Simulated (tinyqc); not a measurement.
Absorption edge of a degenerate semiconductor, band filling against gap narrowing: the optical edge against doping.

n-type, parabolic bands, full ionisation. eta = (EF - Ec)/kB T solves N = Nc F12(eta), F12(x) = (2/sqrt(pi)) int_0^infinity sqrt(u)/(1 + exp(u - x)) du. The gap shrinks rigidly by dEg = a3 y^(1/3) + a4 y^(1/4) + a2 y^(1/2), y = N/1e18 cm^-3, an empirical law that is here taken as the true narrowing.

Vertical transitions need an empty final state: the edge is taken where the state lies 4 kB T below EF, E_opt = Eg - dEg + (1 + me/mh) max(eta - 4, 0) kB T; wavelength h c/(q E_opt).

Values chosen for this exercise; band and dielectric values close to those of gallium arsenide: temperature T = 300 K; band gap Eg = 1.43 eV; conduction-band density of states at 300 K, from me Nc = 4.41e17 cm^-3; electron mass me = 0.0676 m0; hole mass mh = 0.491 m0; coefficient of (N/1e18)^(1/3) a3 = 18.5 meV; coefficient of (N/1e18)^(1/4) a4 = 7.1 meV; coefficient of (N/1e18)^(1/2) a2 = 1.9 meV.

Constants: q = 1.602176634e-19 C, kB = 1.380649e-23 J/K, Vt = kB T/q. Results are converted to the units shown.

Result of one run:
```
N (cm^-3),eta,dEg (meV),filling shift (meV),E_opt (eV)
4.6e19,26.76,97.66,669.4,2.002
```

What becomes of these results when the ionised donor density N is changed from 4.6e19 to 1.5e18 cm^-3, all else the same?

Result of the changed run:
```
N (cm^-3),eta,dEg (meV),filling shift (meV),E_opt (eV)
1.5e18,2.375,31.36,0,1.399
```

The whole series:
```
N (cm^-3),eta,dEg (meV),filling shift (meV),E_opt (eV)
9.2e16,-1.494,12.84,0,1.417
1.8e17,-0.7526,15.88,0,1.414
3.7e17,0.1177,19.97,0,1.410
7.3e17,1.076,24.84,0,1.405
1.5e18,2.375,31.36,0,1.399
2.9e18,4.029,38.88,0.8647,1.392
5.8e18,6.609,48.83,76.74,1.458
1.2e19,10.86,62.15,201.8,1.570
2.3e19,16.83,77.27,377.3,1.730
4.6e19,26.76,97.66,669.4,2.002
```

E_opt goes from 1.42 through a minimum of 1.39 (at N = 2.9e18 cm^-3 among the rows listed) to 2.00 eV, against Eg = 1.43 eV; the filling shift is 0 while eta is below 4. At the end narrowing grows as N^(0.34) and EF - Ec as N^(0.67). Filling therefore wins at high density. For N = 1.2e19, 2.3e19, 4.6e19 EF lies more than 0.2 eV in the band, where non-parabolicity lowers it markedly.

Range of the model: Band tails, non-parabolic bands and incomplete ionisation are left out.

Program tinyqc, `OMP_NUM_THREADS=1 python tinyqc.py 2330075 2330076 out.jsonl`; Intel Xeon 2.30GHz, shared host, one thread, about 0.01 s.
